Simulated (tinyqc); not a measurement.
Out-diffusion of a doped substrate or buried layer into a growing epitaxial film: one step, computed by the program tinyqc.

x is counted from the original substrate surface into the film, whose surface moves as x = v t. Substrate dopant has one diffusivity; the dopant of the film is taken as uniform.

Question. Scales. D = D0 exp(-E/(k_B T)); growth time t = d/v; l = 2 sqrt(D t); growth number G = v t/l = d/l; 1 um = 1e-4 cm. Temperatures in kelvin are T(C) + 273.15.

Inputs (values chosen for the exercise, modelled on antimony in silicon):
```
quantity              value    unit
prefactor D0           3.97  cm^2/s
activation energy E     3.9      eV
growth rate v          0.22  um/min
film thickness d          2      um
growth temperature T   1050       C
```

Film doping: same type as the substrate.

Constants: k_B = 8.617333262e-05 eV/K.

Give: diffusivity D; growth time t; length l; growth number G.

Answer.

diffusivity D = 5.5461e-15 cm^2/s

growth time t = 9.0909 min

length l = 0.034786 um

growth number G = 57.495

The surface outruns diffusion, so the film acts as an infinite medium.
